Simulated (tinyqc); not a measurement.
Changing the later thermal budget (Dt)2: out-diffusion of a doped substrate or buried layer into a growing epitaxial film. Computed by tinyqc, a small Python program. Command: `OMP_NUM_THREADS=1 python tinyqc.py 3017642 3017643 out.jsonl buried sweep`. One thread of a shared host (Intel(R) Xeon(R) Processor @ 2.30GHz), about 0.01 s of CPU time with the checks.

x is counted from the original substrate surface into the film, whose surface moves as x = v t. Substrate dopant has one diffusivity; the dopant of the film is taken as uniform.

Inputs (values chosen for the exercise, modelled on boron in silicon):

| quantity | value | unit |
|---|---|---|
| prefactor D0 | 1.2 | cm^2/s |
| activation energy E | 3.5 | eV |
| substrate concentration C_s | 1.1e+19 | 1/cm^3 |
| film doping C_e | 4.8e+16 | 1/cm^3 |
| growth rate v | 0.48 | um/min |
| film thickness d | 1 | um |
| growth temperature T | 1075 | C |
| autodoping level at the start, as a share of C_s | 2e-05 | - |
| decay length of autodoping | 0.79 | um |

Film doping: same type as the substrate.

Constants: k_B = 8.617333262e-05 eV/K.

Method:
- D = D0 exp(-E/(k_B T)); growth time t = d/v; l = 2 sqrt(D t); growth number G = v t/l = d/l; 1 um = 1e-4 cm.
- Temperatures in kelvin are T(C) + 273.15.
- After growth and the later budget: l2 = 2 sqrt(D t + (Dt)2); C(x) = (C_s/2) erfc(x/l2) + share x C_s exp(-x/decay length) for x > 0 (autodoping taken as unchanged by the later budget). The transition x_t solves C(x) = C_e, where the total doping is twice the intended value.
- Usable film = d - x_t. Also give x_t for the erfc term alone, after growth and after the later budget.

One run for each value:

| later thermal budget (Dt)2 (cm^2) | x_t after the later budget, erfc alone (um) | x_t with autodoping (um) | usable film (um) |
|---|---|---|---|
| 1.00e-13 | 0.13093 | 0.13099 | 0.86901 |
| 4.00e-13 | 0.13249 | 0.13256 | 0.86744 |
| 1.00e-12 | 0.13557 | 0.13564 | 0.86436 |
| 5.00e-12 | 0.15454 | 0.15461 | 0.84539 |
| 2.00e-11 | 0.21099 | 0.21108 | 0.78892 |
| 6.00e-11 | 0.31550 | 0.31562 | 0.68438 |
| 2.00e-10 | 0.54048 | 0.54064 | 0.45936 |

Describe and explain the trends.

Over the rows, x_t after the later budget, erfc alone (um) rises from 0.131 to 0.540 (exponent d ln y / d ln x 0.0086 between the first rows and 0.45 between the last); x_t with autodoping (um) rises from 0.131 to 0.541 (exponent d ln y / d ln x 0.0086 between the first rows and 0.45 between the last); usable film (um) falls from 0.869 to 0.459 (exponent d ln y / d ln x -0.0013 between the first rows and -0.33 between the last). At the low end the exponent of x_t after the later budget, erfc alone is 0.01, close to 0: the growth dominates.  Left out: 8.00e-10, 3.00e-9 (the transition reaches the surface).

Caution (all rows): the substrate doping is comparable to or above the intrinsic density at growth temperature, so the diffusivity may be higher on that side.
